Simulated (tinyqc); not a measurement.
# Read current of a NAND string, cells in series solved by shooting: two studies

Cells in series, numbered from 0 at the source line (0 V) to the bit line, each followed by a gap resistance Rg. A cell with gate Vg, threshold VT, source Vs and drain Vd passes I = 2 nf K Vt^2 [F(Vs) - F(Vd)]/(1 + th max(Vg - VT, 0)), F(V) = ln^2(1 + exp((Vg - VT - nf V)/(2 nf Vt))). The selected cell has Vg = Vr, the others Vg = Vp.

Inputs (values chosen for the exercise); values of the order met in vertical NAND strings:
- T = 358 K (temperature)
- K = 26 uA/V^2 (gain factor of a cell)
- nf = 1.2 (slope factor)
- th = 0.14 1/V (mobility reduction factor)
- Rg = 4.8 kohm (resistance of the gap between cells)
- Vbl = 0.7 V (bit-line voltage)
- Vp = 7.1 V (pass voltage)
- Ve = -2 V (threshold of an erased cell)
- Vh = 3.6 V (threshold of the highest state)
- Vx = 0.8 V (threshold of the selected cell)
- Is = 10 nA (sensing current)
- Vr = 1.85 V (read voltage on the selected word line)

Constants: q = 1.602176634e-19 C, kB = 1.380649e-23 J/K, Vt = kB T/q. Results are converted to the units shown.

Each table varies one quantity; the others keep the values above.

## Read current against the number of cells

For a trial current I start at 0 V and, cell by cell, solve for the drain: sqrt(F(Vd)) = sqrt(F(Vs) - I/k), k = 2 nf K Vt^2/(1 + th max(Vg - VT, 0)), Vd = [Vg - VT - 2 nf Vt ln(exp(sqrt F) - 1)]/nf, then add I Rg. The string current is the I for which the last node reaches Vbl. The apparent threshold is the Vr at which I = Is. Background: all other cells erased (VT = Ve) or all in the highest state (VT = Vh); ratio and shift are high over erased and high minus erased. The selected cell is in the middle, cell n/2.

Read current against the number of cells:
columns A: n; B: I, others erased (uA); C: I, others high (uA); D: ratio; E: apparent VT, erased (V); F: apparent VT, high (V); G: background shift (mV)
```
A         B       C       D       E       F       G
8     3.872   2.922  0.7547  0.7505  0.7508  0.3247
16    2.343   1.645  0.7020  0.7511  0.7518  0.6496
32    1.306  0.8755  0.6704  0.7525  0.7538   1.300
64   0.6919  0.4519  0.6532  0.7553  0.7579   2.603
96   0.4705  0.3045  0.6473  0.7581  0.7620   3.909
128  0.3565  0.2296  0.6442  0.7608  0.7660   5.218
192  0.2401  0.1539  0.6412  0.7664  0.7742   7.846
```

With erased neighbours the current falls from 3.87 to 0.240 uA, as n^(-0.72) between the first two rows and n^(-0.97) between the last two (-1 once the series resistance rules). The ratio falls from 0.755 to 0.641 and the background shift rises from 0.325 to 7.85 mV.

## Effect of the read voltage on the selected word line

Same model as above.

The string has 64 cells and the selected one is cell 32.

The same in every row: apparent VT, erased (V) = 0.7553; apparent VT, high (V) = 0.7579; background shift (mV) = 2.603.

Results:
```
Vr (V)  I, others erased (uA)  I, others high (uA)   ratio
0.5                  1.765e-5             1.765e-5  0.9999
0.9                   0.07754              0.06534  0.8427
1.3                    0.5000               0.3659  0.7317
1.7                    0.6784               0.4464  0.6581
2.5                    0.7149               0.4613  0.6453
2.9                    0.7205               0.4636  0.6435
3.3                    0.7239               0.4650  0.6424
```

Estimate the missing row, Vr = 2.1 V.

Computed row:
```
Vr (V)  I, others erased (uA)  I, others high (uA)   ratio
2.1                    0.7046               0.4571  0.6488
```

With this row back in the table: As Vr goes from 0.5 to 3.3 V, the current with erased neighbours rises from 1.76e-5 to 0.724 uA, that with high neighbours rises from 1.76e-5 to 0.465 uA and the ratio falls from 1.00 to 0.642. The apparent thresholds do not depend on Vr.

Computed by the program tinyqc: `OMP_NUM_THREADS=1 python tinyqc.py 2142270 2142271 out.jsonl`, one thread of a shared Intel Xeon 2.30GHz, about 0.9 s for the whole run.
